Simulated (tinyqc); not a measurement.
# Ballistic Schottky-barrier transistor with a one-dimensional channel, WKB contacts: what changes with what

Source Fermi level 0, drain Fermi level -Vd. Far from the contacts Ec = pn - psi, and the gate moves psi one to one; the band edges relax as exp(-x/lam) from pn at the source and pn - Vd at the drain; Ev = Ec - Eg. A carrier of energy w inside the channel band meets at a contact a barrier of height D (the contact edge beyond the channel edge): T = 1 for w >= D, else exp(-S), S = 4 lam sqrt(m/C) [sqrt(D - w) - sqrt(w) arctan sqrt((D - w)/w)], C = hbar^2/(2 m0). The two contacts combine as Ts Td/(Ts + Td - Ts Td).

Inputs (values chosen for the exercise); channel values close to those of a silicon nanowire with silicide contacts: temperature T = 300 K; band gap Eg = 1.12 eV; barrier for electrons at both contacts pn = 0.89 eV; electron mass mn = 0.21 m0; hole mass mp = 0.26 m0; valleys or subbands g = 2; screening length at the contacts lam = 2.5 nm; drain bias Vd = 0.5 V.

Constants: q = 1.602176634e-19 C, kB = 1.380649e-23 J/K, hbar = 1.054571817e-34 J s, h = 6.62607015e-34 J s, m0 = 9.1093837015e-31 kg, Vt = kB T/q, hbar^2/(2 m0) = 0.0380998212 eV nm^2. Results are converted to the units shown.

Each table varies one quantity; the others keep the values above.

## Effect of the drain bias on the off state

I = g (2 q^2/h) int T(w) [f(Es + w) - f(Ed + w)] dw, f(y) = 1/(1 + exp(y/Vt)). Electrons: Ds = psi, Dd = psi - Vd, Es = Ec, Ed = Ec + Vd. Holes: Ds = -psi, Dd = Vd - psi, Es = -Ev, Ed = -Ev - Vd. The size of each current is taken; both flow from drain to source and add. The integrals are converged. For each Vd, psi is set to the minimum of I.

Effect of the drain bias on the off state:
```
Vd (V)  psi at the minimum (V)  smallest I (uA)
0.05                      0.47         9.32e-11
0.21                      0.57          1.49e-9
0.37                      0.66          1.79e-8
0.53                      0.76          2.20e-7
0.68                      0.84          2.37e-6
0.84                      0.94          2.93e-5
1                         1.05          2.81e-4
```

The smallest current rises from 9.32e-11 to 2.81e-4 uA, 6.14 decades a volt between the last two rows, and the minimum moves by 0.60 V a volt over the table: a larger Vd lets holes enter from the drain while electrons still enter from the source.

## Ambipolar transfer curve

Same model as above.

Swing = d(psi)/d(log10 I).

Ambipolar transfer curve:
```
ps (V)  electrons (uA)  holes (uA)    I (uA)  swing (mV/decade)
-0.18        4.241e-18       2.385     2.385             -569.3
-0.07        2.988e-16       1.419     1.419             -417.5
0.04         1.054e-14      0.6825    0.6825             -286.6
0.15         8.004e-14      0.2256    0.2256             -184.4
0.26         7.392e-13     0.04177   0.04177             -129.8
0.37         8.444e-12    0.005783  0.005783             -131.7
0.48         1.142e-10    8.616e-4  8.616e-4             -120.8
0.59          1.761e-9    1.686e-5  1.687e-5             -59.54
0.71          3.922e-8    1.626e-7  2.018e-7             -88.39
0.82          7.357e-7    2.307e-9  7.380e-7              86.13
0.93          1.379e-5   3.275e-11  1.379e-5              90.18
1.04          1.674e-4   4.648e-13  1.674e-4              117.7
```

I goes from 2.38 through a minimum of 2.02e-7 (at ps = 0.71 V among the rows listed) to 1.67e-4 uA; the exact minimum lies at psi = 0.738 V. Holes carry the left branch and electrons the right. The ratio of the last row to the smallest is 829 and of the first row 1.18e7, with barriers of 0.89 eV for electrons and 0.230 eV for holes. The steepest swing among the rows is 59.5 mV/decade, against the thermionic limit 59.5.

Range of the model: No scattering, image-force lowering, channel charge or band-to-band tunnelling; parabolic kappa overstates S deep in the gap.

Program tinyqc, `OMP_NUM_THREADS=1 python tinyqc.py 2390127 2390128 out.jsonl`; Intel Xeon 2.30GHz, shared host, one thread, about 0.07 s.
